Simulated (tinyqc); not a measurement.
From results back to parameters: recursion (Haydock) method for the local density of states: impurity site of a square lattice. Two cases, with inputs chosen for the exercise.

Problem. A local density has moments mu1 = a0, mu2 = a0^2 + b1^2 and, for a1 = a2 = 0, mu4 = a0^4 + 3 a0^2 b1^2 + b1^4 + b1^2 b2^2; b1^2 = (number of neighbours) t^2. The moments come from a hidden site.

Case 1.

Values chosen: t = 1.19 eV (hopping).

mu1, mu2, mu4 (eV^n): 3.80000  20.10440  526.08762

Case 2.

Values chosen: t = 0.98 eV (hopping).

mu1, mu2, mu4 (eV^n): -2.50000  10.09160  144.29775

Find: a0, b1, b2; neighbours.

Solution. Take the moments in turn: mu1 gives a0, mu2 gives b1, mu4 gives b2.

Case 1.

a0, b1, b2 (eV): 3.800  2.380  2.661

neighbours = 4

Case 2.

a0, b1, b2 (eV): -2.500  1.960  2.191

neighbours = 4

Computed by tinyqc, one run a case: `OMP_NUM_THREADS=1 python tinyqc.py N N+1 out.jsonl` with N = 1480730, 1481641; one thread of a shared Intel(R) Xeon(R) Processor @ 2.30GHz, about 0.01 s a run at most.
